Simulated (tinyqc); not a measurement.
Solid solubility of a dopant against its melt (retrograde solidus), clustering and the electrically active fraction: one step, computed by the program tinyqc.

Task: Active fraction after the anneal. A highly soluble donor (another dopant than that of the solidus) is limited by clustering. Donors N_a are active, and clusters hold m atoms each: N_t = N_a + m C, m C = N* (N_a/N*)^m, with N*(T) = N*(1273 K) exp[-(E_b/k_B)(1/T - 1/1273)]. Resistivity = 1/(e mu N_a).

Inputs (values chosen for the exercise, of the order of those of copper in silicon for the solubility): total dopant density N_t = 2.6e+20 1/cm^3; atoms per cluster m = 3; cluster scale N* at 1273 K = 3.8e+20 1/cm^3; activation energy E_b of the cluster scale = 0.29 eV; anneal temperature T_a = 1025 K; mobility mu = 80 cm^2/(V s).

Clustering: clusters of m atoms, electrons left out.

Constants: k_B = 8.617333262e-05 eV/K; e = 1.602176634e-19 C.

Give: N*(T_a); active density N_a; active fraction; resistivity.

Result:

N*(T_a) = 2.0045e+20 1/cm^3

active density N_a = 1.5933e+20 1/cm^3

active fraction = 0.61281

resistivity = 0.48967 milliohm cm

Doubling the dose would raise N_a by only 43 %. Caution: this clustering law is a generic form; degeneracy and a doping-dependent mobility are left out.
